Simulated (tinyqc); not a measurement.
A particle near a wafer in liquid: double-layer and van der Waals forces (DLVO), deposition barrier and removal: one step, computed by the program tinyqc.

Sphere and flat wall, Derjaguin approximation, constant potentials in the linear-superposition form, no retardation and no hydration force.

Question. The curve. U(h) = Z R exp(-kappa h) - A R/(6 h); F(h) = -dU/dh = kappa Z R exp(-kappa h) - A R/(6 h^2), positive for repulsion.

Inputs (values chosen for the exercise, of the order of those for silica on copper in water): particle radius R = 19 nm; Hamaker constant A = 2.8e-20 J; temperature T = 293 K.

kappa = 0.3593805 1/nm

Z = 4.524813 pN

Constants: k_B = 1.380649e-23 J/K.

Give: the table «Against the gap» with the columns kappa h, U (k_B T), F (pN), for h (nm) = 0.4, 0.6, 1.0, 1.5, 2.5, 4.0, 7.0, 12.0, 20.0, 40.0.

Answer.

Against the gap:

| h (nm) | kappa h | U (k_B T) | F (pN) |
|---|---|---|---|
| 0.4 | 0.14 | -3.639e+01 | -5.274e+02 |
| 0.6 | 0.22 | -1.940e+01 | -2.214e+02 |
| 1.0 | 0.36 | -7.082e+00 | -6.710e+01 |
| 1.5 | 0.54 | -2.216e+00 | -2.139e+01 |
| 2.5 | 0.90 | -1.135e-01 | -1.606e+00 |
| 4.0 | 1.44 | -4.319e-01 | 1.797e+00 |
| 7.0 | 2.52 | -1.414e+00 | 6.872e-01 |
| 12.0 | 4.31 | -1.542e+00 | -2.018e-01 |
| 20.0 | 7.19 | -1.080e+00 | -1.983e-01 |
| 40.0 | 14.38 | -5.479e-01 | -5.540e-02 |

Caution: in rows where h is not small against R, A R/(6 h) overstates the van der Waals term. Caution: in rows with kappa h below 1 linear superposition is only rough.
